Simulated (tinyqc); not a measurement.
Worked calculation: coupled-perturbed Hartree-Fock on RHF in the sto-3g basis, for BeH2, spin multiplicity 1. One step of it, computed by the program tinyqc.

Task: Response to a field: uncoupled start. Field along z; U_ai = -mu_ai / (e_a - e_i), alpha = -4 sum U_ai mu_ai.

orbital energies (hartree): MO1 -4.536851, MO2 -0.409165, MO3 -0.364978, MO4 0.211367, MO5 0.213507, MO6 0.337752, MO7 0.658642

dipole integrals <a|z|i> (bohr):
```
          i1        i2         i3
a4  0.149387  0.962094   0.000000
a5  0.000000  0.000000   0.000000
a6  0.022707  0.070077   0.000000
a7  0.000000  0.000000  -0.105754
```

Give: uncoupled U; uncoupled polarisability.

Result:

uncoupled U:
```
         i1       i2      i3
a4  -0.0315  -1.5504  0.0000
a5   0.0000   0.0000  0.0000
a6  -0.0047  -0.0938  0.0000
a7   0.0000   0.0000  0.1033
```

uncoupled polarisability = 6.0559 bohr^3
